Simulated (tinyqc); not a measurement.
From results back to parameters: alloy A(1-x)B(x) by interpolation with bowing. Three cases, with inputs chosen for the exercise.

Problem. An unstrained alloy A(1-x)B(x) follows Vegard, a(x) = (1 - x) a_A + x a_B, and E(x) = (1 - x) E_A + x E_B - C x (1 - x) at Gamma. Its lattice constant and gap are given.

Find: x; linear part of the gap; C.

Method. x = (a - a_A)/(a_B - a_A); the bowing is the shortfall against the linear part divided by x (1 - x).

Case 1.

Values chosen (out of a larger set: A near GaSb, B near GaAs; not measured data): a = (6.093, 5.656) angstrom (lattice constant of A, B); Eg = (0.802, 1.517) eV (gap at Gamma to the s-like level of A, B).

a(x) = 5.721550 angstrom
gap at Gamma = 1.245530 eV

Solution.

x = 0.850
linear part of the gap = 1.4098 eV
C = 1.288 eV

Case 2.

Values chosen (out of a larger set: A near GaAs, B near GaSb; not measured data): a = (5.661, 6.098) angstrom (lattice constant of A, B); Eg = (1.528, 0.823) eV (gap at Gamma to the s-like level of A, B).

a(x) = 5.853280 angstrom
gap at Gamma = 0.887870 eV

Solution.

x = 0.440
linear part of the gap = 1.2178 eV
C = 1.339 eV

Case 3.

Values chosen (out of a larger set: A near InAs, B near InSb; not measured data): a = (6.054, 6.484) angstrom (lattice constant of A, B); Eg = (0.421, 0.232) eV (gap at Gamma to the s-like level of A, B).

a(x) = 6.226000 angstrom
gap at Gamma = 0.181480 eV

Solution.

x = 0.400
linear part of the gap = 0.3454 eV
C = 0.683 eV

Computed by tinyqc, one run a case: `OMP_NUM_THREADS=1 python tinyqc.py N N+1 out.jsonl` with N = 1050936, 1050938, 1051001; one thread of a shared Intel(R) Xeon(R) Processor @ 2.30GHz, about 0.01 s a run at most.
